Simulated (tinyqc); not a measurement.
Carrier lifetime from Shockley-Read-Hall, radiative, Auger and surface recombination: one step, computed by the program tinyqc.

Energies are counted from the top of the valence band. Boltzmann statistics, full ionisation, and equal excess densities of electrons and holes.

Task: Capture times and SRH densities. v = sqrt(3 k_B T/m) with m_e or m_h; tau_n0 = 1/(sigma_n v_n N_t), tau_p0 = 1/(sigma_p v_p N_t); n1 = N_c exp(-(E_g - E_t)/k_B T), p1 = N_v exp(-E_t/k_B T).

Inputs (values chosen for the exercise, for a model semiconductor): gap E_g = 1.48 eV; electron mass m_e = 0.0937 m_0; hole mass m_h = 0.621 m_0; temperature T = 250 K; doping N = 2.8e+14 cm^-3; trap level E_t = 0.902 eV; trap density N_t = 8e+14 cm^-3; electron cross-section sigma_n = 5.9e-16 cm^2; hole cross-section sigma_p = 2.2e-16 cm^2.

Doping: n-type. Surface term: two equal surfaces.

N_c = 5.475320e+17 cm^-3

N_v = 9.341950e+18 cm^-3

Constants: k_B = 1.380649e-23 J/K; m_0 = 9.1093837015e-31 kg; k_B = 8.617333262e-05 eV/K.

Give: v_n; v_p; tau_n0; tau_p0; n1; p1.

Result:

v_n = 3.483e+07 cm/s

v_p = 1.353e+07 cm/s

tau_n0 = 6.083e-08 s

tau_p0 = 4.200e-07 s

n1 = 1.220e+06 cm^-3

p1 = 6.122 cm^-3

Caution: the trap density is not small against the doping, so trapped charge breaks the equality of the excess densities.
